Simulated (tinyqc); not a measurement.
Slow cooling against a quench: self-consistent Fermi level with native defects, at growth and after a quench. Computed by tinyqc, a small Python program. Command: `OMP_NUM_THREADS=1 python tinyqc.py 3019664 3019665 out.jsonl scfermi walk`. One thread of a shared host (Intel(R) Xeon(R) Processor @ 2.30GHz), about 0.08 s of CPU time with the checks.

Energies are counted from the top of the valence band (VBM); when the gap shrinks with temperature the conduction band moves and the levels stay. The added dopant is taken as fully ionised. D and A draw on one reservoir with opposite signs, as the two vacancies of a compound do.

Inputs (values chosen for the exercise, with bands modelled on CdTe): gap E_g at 300 K = 1.55 eV; slope -dE_g/dT above 300 K = 0.00024 eV/K; electron mass m_e = 0.0939 m_0; valleys M_c = 1; hole mass m_h = 0.652 m_0; E_f of the neutral native donor D = 0.7527 eV; E_f of the neutral native acceptor A = 1.805 eV; shift s of the chemical potential = 0.19 eV; site density N_s = 4.7e+22 cm^-3; dopant density N_X = 1.9e+16 cm^-3; growth temperature T_g = 1050 K; temperature of use T = 300 K.

Added shallow dopant: donor.

levels of D above the VBM, most positive state first (eV): [0.717, 1.17]

levels of A above the VBM, (0/-1) first (eV): [0.076, 0.914]

Constants: m_0 = 9.1093837015e-31 kg; k_B = 1.380649e-23 J/K; h = 6.62607015e-34 J s; k_B = 8.617333262e-05 eV/K.

Method:
- E_f(D, 0) = input + s and E_f(A, 0) = input - s; E_f(q, E_F = 0) follows from the levels, eps(q/q-1) = E_f(q - 1) - E_f(q) at E_F = 0.
- E_g(T) = E_g - slope x max(0, T - 300 K).
- N_c = 2 M_c (2 pi m_e k_B T/h^2)^(3/2) and N_v = 2 (2 pi m_h k_B T/h^2)^(3/2), masses in units of m_0.
- At growth T = T_g.
- n = N_c F_1/2((E_F - E_g)/k_B T), p = N_v F_1/2(-E_F/k_B T).
- F_1/2(eta) = (2/sqrt(pi)) int_0^infinity sqrt(x)/(1 + exp(x - eta)) dx, by the trapezoid rule in t = sqrt(x) with step 0.02 up to t = 12 (for eta < -12 by exp(eta) - exp(2 eta)/2^(3/2)).
- In equilibrium c_q = N_s exp(-(E_f(q, 0) + q E_F)/k_B T).
- Net charge = p - n + sum q c_q + N_X; the log ratio is ln(positive charge/negative charge).
- E_F is the root of the log ratio, by 50 bisections between -0.5 eV and E_g + 0.5 eV.
- After a quench the totals of D and A stay as grown, and each is shared among its charge states with weights exp(-(E_f(q, 0) + q E_F)/k_B T).
- Each E_F by bisection; full equilibrium lets the defects form and vanish at every T.

E_f(q, E_F = 0) (eV): D(+2) -0.9443, D(+1) -0.2273, D(0) 0.9427, A(0) 1.6150, A(-1) 1.6910, A(-2) 2.6050

total D = 2.68372e+19 cm^-3

total A = 1.85093e+19 cm^-3

Two histories (densities in cm^-3):
```
T (K)  E_F, equilibrium (eV)           n           p  all defects  E_F, frozen (eV)   n, frozen   p, frozen
900                   0.9199  7.1118e+15  4.8457e+14   1.1619e+19           0.91502  6.6773e+15  5.1612e+14
750                   0.9235  9.3591e+14  3.2527e+13   1.7541e+18           0.91201  7.8353e+14  3.8853e+13
600                   0.9324  5.3346e+13  5.5061e+11   1.0605e+17           0.90907  3.3986e+13  8.6427e+11
450                   1.0028  2.4956e+12  1.4275e+08   1.0106e+16           0.90775  2.1528e+11  1.6547e+09
300                   1.1032  2.2568e+10  3.8651e+00   9.5031e+15           0.90900  1.2308e+07  7.0874e+03
```

At 300 K equilibrium would leave 9.50e15 defects per cm^3 against 4.53e19 frozen in, and E_F differs by -0.194 eV. The majority density of the quenched sample is 5.5e-4 times the equilibrium one. Real samples lie between, set by the temperature at which diffusion stops. Caution: above about 2e19 cm^-3 defects interact, pair and form bands, which the dilute model leaves out.
